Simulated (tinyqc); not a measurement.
Koster-Slater impurity in a tight-binding band, by Green functions and by supercells: one step, computed by the program tinyqc. Command: `OMP_NUM_THREADS=1 python tinyqc.py 3027060 3027061 out.jsonl kosterslater walk`. One thread of a shared host (Intel(R) Xeon(R) Processor @ 2.30GHz), about 0.02 s of CPU time with the checks.

One orbital per site, e(k) = -2 t sum cos(k_i) over 2 direction(s), band from -4 t to 4 t, lattice constant 1. One site has the extra energy U. Spin is left out.

Question. The level in the supercell. In a periodic cell of N sites along each direction with Bloch vector K, the level solves 1/U = N^-d sum_k 1/(E - e(k)), k_i = (2 pi m_i + K_i)/N, m_i = 0..N-1; the outermost root on the side of U is taken (bisection). d is the number of directions. Gamma means K_i = 0, the zone corner K_i = pi, the quarter point K_i = pi/2. The error is measured against the isolated level E_b.

Inputs (values chosen for the exercise, for a model band): hopping t = 1.6 eV; impurity potential U = 4.19 eV; supercell edge N = 4 sites.

Lattice: square.

level E_b = 6.777385 eV

Give: level at Gamma; level at the corner; level at the quarter point; error at Gamma; width between Gamma and the corner.

Answer.

level at Gamma = 7.078 eV

level at the corner = 6.351 eV

level at the quarter point = 6.742 eV

error at Gamma = 0.3002 eV

width between Gamma and the corner = 0.7266 eV

Images turn the level into a band 0.727 eV wide; the quarter point misses the isolated level by -0.035 eV, far less than Gamma, because the leading hopping between images averages out there.
